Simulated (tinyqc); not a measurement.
Worked calculation: Hall effect and magnetoresistance of several carrier groups with constant relaxation times. Computed by tinyqc, a small Python program that keeps every step. Command: `OMP_NUM_THREADS=1 python tinyqc.py 3010810 3010811 out.jsonl hall2 walk`. One thread of a shared host (Intel(R) Xeon(R) Processor @ 2.30GHz), about 0.01 s of CPU time with the checks. Intermediate numbers are printed to about 6 digits and carried at full precision; extremes and crossings named in words are read from the listed rows.

Group 1 has charge -e and group 2 charge -e; s_i is that sign. B lies along z; mu B is formed with mu in m^2/(V s).

Inputs (values chosen for the exercise, for a model conductor): density n1 = 6.8e+16 1/cm^3; mobility mu1 = 88000 cm^2/(V s); density n2 = 5.6e+16 1/cm^3; mobility mu2 = 2900 cm^2/(V s); magnetic field B = 0.16 T.

Carriers: two electron groups. Densities: per volume.

Constants: e = 1.602176634e-19 C.

## Conductivity of each group

sigma_xx = sum n_i e mu_i/(1 + mu_i^2 B^2); sigma_xy = sum s_i n_i e mu_i^2 B/(1 + mu_i^2 B^2).

Parts (S/cm):
```
group      mu B  sigma_xx  sigma_xy
group 1   1.408   321.460  -452.616
group 2  0.0464   25.9635  -1.20470
```

sigma_xx = 347.423 S/cm

sigma_xy = -453.820 S/cm

sigma at B = 0 = 984.762 S/cm

## Resistivity, Hall coefficient and magnetoresistance

rho_xx = sigma_xx/(sigma_xx^2 + sigma_xy^2); Hall coefficient R_H = sigma_xy/(B (sigma_xx^2 + sigma_xy^2)), with B in V s/cm^2 (1 T = 1e-4 V s/cm^2); magnetoresistance MR = rho_xx(B)/rho_xx(0) - 1. Apparent density 1/(e |R_H|); Hall mobility |R_H|/rho_xx.

rho_xx = 0.00106358 ohm cm

Hall coefficient R_H = -86.8307 cm^3/C

magnetoresistance MR = 4.73694 %

apparent density = 7.18813e+16 1/cm^3

Hall mobility = 81640.4 cm^2/(V s)

A one-carrier reading would report electrons of density 7.19e16, against n1 = 6.8e16 and n2 = 5.6e16.

## Limits of weak and strong field

Weak field: R_H(0) = sum s_i n_i mu_i^2/(e (sum n_i mu_i)^2); MR = c B^2 with c = n1 n2 mu1 mu2 (s1 mu1 - s2 mu2)^2/(n1 mu1 + n2 mu2)^2. Strong field: R_H = 1/(e sum s_i n_i); rho_xx saturates at (n1/mu1 + n2/mu2)/(e (sum s_i n_i)^2).

R_H at weak field = -87.0784 cm^3/C

coefficient c = 1.86292 1/T^2

R_H at strong field = -50.3348 cm^3/C

saturation MR = 702.800 %

R_H keeps its sign, and its size changes by a factor 0.578 from weak to strong field.

## Field dependence

rho_xx = sigma_xx/(sigma_xx^2 + sigma_xy^2); Hall coefficient R_H = sigma_xy/(B (sigma_xx^2 + sigma_xy^2)), with B in V s/cm^2 (1 T = 1e-4 V s/cm^2); magnetoresistance MR = rho_xx(B)/rho_xx(0) - 1.

Against the field:
```
B (T)         mu1 B  rho_xx (ohm cm)  R_H (cm^3/C)       MR (%)
0.0057  5.01600e-02       0.00101554      -87.0781  6.05259e-03
0.017   1.49600e-01       0.00101602      -87.0756  5.38344e-02
0.045   3.96000e-01       0.00101930      -87.0587  3.77040e-01
0.11    9.68000e-01       0.00103829      -86.9609  2.24693e+00
0.28    2.46400e+00       0.00116077      -86.3304  1.43080e+01
0.68    5.98400e+00       0.00179471      -83.0665  7.67361e+01
1.7     1.49600e+01       0.00411116      -71.1402  3.04851e+02
4.5     3.96000e+01       0.00703145      -56.1051  5.92431e+02
14      1.23200e+02       0.00801746      -51.0286  6.89529e+02
```

MR starts as B^2.00 and ends as B^0.13; it saturates at 703 %. One group alone would show no magnetoresistance in this model. The rows with mu1 B well above 1 show the semiclassical limit; Landau quantisation is left out.

## Back from four measured limits to the two groups

With z_i = s_i mu_i and w_i = s_i n_i the moments M_k = w1 z1^k + w2 z2^k are M_(-1) = (1 + MR_sat) M_0^2/M_1, M_0 = 1/(e R_strong), M_1 = sigma(0)/e, M_2 = R_weak sigma(0)^2/e. The z_i are the roots of z^2 + p z + q with M_2 + p M_1 + q M_0 = 0 and M_1 + p M_0 + q M_(-1) = 0; then w follows from M_0 and M_1. Group 1 is the faster.

p and q: [90900, 2.55200e+08]

signed mobilities s_i mu_i (cm^2/(V s)): [-88000, -2900]

densities (1/cm^3): [6.80e+16, 5.60000e+16]

Checks made by the program: weak-field formulas against the tensor at mu1 B = 1e-3 (relative difference 7e-09); recovered mobilities and densities against the inputs (relative difference below 1e-10).
